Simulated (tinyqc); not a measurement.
p-n diode with diffusion and depletion-layer recombination: one step of the calculation.

Abrupt junction in the depletion approximation, low injection, full ionisation, neutral widths fixed, ohmic contact on the p side. Vj is the junction voltage; where a series resistance Rs is given, V = Vj + J Rs is the terminal voltage.

Question. New Vj. Diffusion current alone: J = J0 (exp(Vj/Vt) - 1), g = Vj + J Rs - V, g' = 1 + Rs J0 exp(Vj/Vt)/Vt, Vj(new) = Vj - g/g'.

Values chosen for this exercise; band and dielectric values those of a made-up semiconductor:
```
symbol   value      unit            meaning
T          300         K        temperature
Rs      0.0031  ohm cm^2  series resistance
V         0.86         V   terminal voltage
```

Constants: q = 1.602176634e-19 C, kB = 1.380649e-23 J/K, Vt = kB T/q. Results are converted to the units shown.

Vj after iteration 1 = 0.85999863 V
J0 = J0n + J0p = 1.5028736e-12 A/cm^2

Wanted: J; g; g'; Vj after iteration 2.

Answer.

J = 421.0 A/cm^2
g = 1.305 V
g' = 51.48
Vj after iteration 2 = 0.8346 V

tinyqc, about 0.01 s, one thread, Intel Xeon 2.30GHz (shared host): `OMP_NUM_THREADS=1 python tinyqc.py 2260030 2260031 out.jsonl`
